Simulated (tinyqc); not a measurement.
Raising U: Hubbard chain of 6 sites, mean field against exact. Computed by the program tinyqc. 

one-body matrix (hopping and site energies) (eV):
```
         1        2        3        4        5        6
1   0.0000  -1.4800   0.0000   0.0000   0.0000   0.0000
2  -1.4800   0.0000  -1.4800   0.0000   0.0000   0.0000
3   0.0000  -1.4800   0.0000  -1.4800   0.0000   0.0000
4   0.0000   0.0000  -1.4800   0.0000  -1.4800   0.0000
5   0.0000   0.0000   0.0000  -1.4800   0.0000  -1.4800
6   0.0000   0.0000   0.0000   0.0000  -1.4800   0.0000
```

electrons, up and down: 3  2

Collinear unrestricted mean field (the lowest of 40 random starts) against exact diagonalisation.

Exact and mean-field results (eV):

| U | U/t | E exact | E mean field | mean \|n_up - n_down\| | double occupancy, exact | first gap in the sector |
|---|---|---|---|---|---|---|
| 0.7400 | 0.5000 | -8.981199 | -8.947021 | 0.1667 | 0.1497 | 1.1625 |
| 1.4800 | 1.0000 | -8.353412 | -8.218955 | 0.1690 | 0.1332 | 1.1082 |
| 2.9600 | 2.0000 | -7.307842 | -6.813411 | 0.2566 | 0.1031 | 0.9753 |
| 4.4400 | 3.0000 | -6.506161 | -5.598957 | 0.4205 | 0.0785 | 0.8456 |
| 5.9200 | 4.0000 | -5.896851 | -4.712592 | 0.5689 | 0.0597 | 0.7332 |
| 8.8800 | 6.0000 | -5.070782 | -3.683805 | 0.7113 | 0.0359 | 0.5641 |
| 11.8400 | 8.0000 | -4.558711 | -3.236911 | 0.7941 | 0.0231 | 0.4511 |
| 17.7600 | 12.0000 | -3.978955 | -2.893475 | 0.8229 | 0.0115 | 0.3174 |
| 29.6000 | 20.0000 | -3.472610 | -2.693317 | 0.8296 | 0.0044 | 0.1967 |

In absolute terms mean field is worst at U/t = 6.0, 1.387 eV too high: at small U it is nearly exact, and at large U it still misses the motion of the hole through a fluctuating spin background. Relative to the exact energy its error is 0.4 % at the smallest U, 29 % at most and 22 % at the largest. The double occupancy falls from 0.150 to 0.004.
